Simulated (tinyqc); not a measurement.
# MOS inversion layer, Poisson-Schroedinger loop: effect of the sheet density of depletion charge

Electrons confined at an insulator interface at z = 0, treated as a hard wall; parabolic valleys, Hartree approximation, no image or exchange terms. The depletion charge lies far deeper than the electrons and gives a uniform field q Nd/(eps0 eps_r); the gate balances all charge. Energies are counted from the band edge at the interface.

Schroedinger equation -(C/mz) psi'' + (V0 + U) psi = E psi, C = hbar^2/(2 m0), psi(0) = 0, on a uniform mesh of 800 nodes with a far wall at 65 nm, 8 levels a set; V0 = q Nd z/(eps0 eps_r); dU/dz = q (Ns - integral of n from 0 to z)/(eps0 eps_r), U(0) = 0; N_k = g md m0 q Vt/(pi hbar^2) ln(1 + exp((EF - E_k)/Vt)), g the number of valleys of the set, sum N_k = Ns. Triangular well: E_k = a_k (C F^2/mz)^(1/3), a_1 = 2.338107, a_2 = 4.087949, C = hbar^2/(2 m0), F in eV/nm. Fang-Howard (all electrons in the lowest level of set A): b^3 = 6 (mz1/C) q (Nd + 11 Ns/32)/(eps0 eps_r), centroid 3/b, level C b^2/(4 mz1) + (3/b) q (Nd + 11 Ns/16)/(eps0 eps_r). The centroid adds 3.9 z_av/eps_r to an oxide-equivalent thickness. Shares under 0.0001 % are printed as 0.

Values chosen for this exercise; masses and permittivity close to those of In0.53Ga0.47As:
```
symbol,value,unit,meaning
T,400,K,temperature
eps_r,14,,relative permittivity
mz1,0.0402,m0,mass along z of valley set A (1 valley(s))
md1,0.0402,m0,in-plane density-of-states mass of set A
Ns,2.8e12,cm^-2,sheet density of electrons
```

Constants: q = 1.602176634e-19 C, kB = 1.380649e-23 J/K, hbar = 1.054571817e-34 J s, m0 = 9.1093837015e-31 kg, Vt = kB T/q, eps0 = 8.8541878128e-14 F/cm where lengths are in cm, hbar^2/(2 m0) = 0.0380998212 eV nm^2. Results are converted to the units shown.

Effect of the sheet density of depletion charge:
columns A: Nd (cm^-2); B: A1 (meV); C: A2 (meV); D: EF (meV); E: share of A1 (%); F: share of A2 (%); G: centroid z_av (nm); H: added oxide equivalent (nm); I: Fang-Howard centroid (nm)
```
A         B    C    D     E      F     G     H     I
1e11    228  325  339  67.8   19.2  9.82  2.74  6.77
1.7e11  231  331  346  69.3   19.4  9.20  2.56  6.63
3.1e11  239  343  358  72.0   19.4  8.22  2.29  6.38
5.3e11  251  363  376  75.9   18.7  7.22  2.01  6.05
9.4e11  273  403  408  81.7   16.0  6.14  1.71  5.58
1.6e12  307  466  454  88.4   11.0  5.20  1.45  5.05
2.9e12  372  586  532  96.0   3.94  4.27  1.19  4.40
5e12    468  762  634  99.5  0.502  3.60  1.00  3.81
```

What does the comparison show?

As Nd goes from 1e11 to 5e12, A1 rises from 228 to 468 meV, the share of A1 rises from 67.8 to 99.5 % and the centroid falls from 9.82 to 3.60 nm. A1 goes as Nd^(0.42) between the last two rows (a triangular well in the field of that charge alone gives 2/3). The Fang-Howard centroid is 31 % below the full one in the first row, where A1 holds 67.8 %, and 5.9 % above it in the last, where A1 holds 99.5 %. In every row the energies exceed 0.25 eV, where non-parabolicity matters for so light a mass.

Program tinyqc, `OMP_NUM_THREADS=1 python tinyqc.py 2160139 2160140 out.jsonl`; Intel Xeon 2.30GHz, shared host, one thread, about 0.6 s.
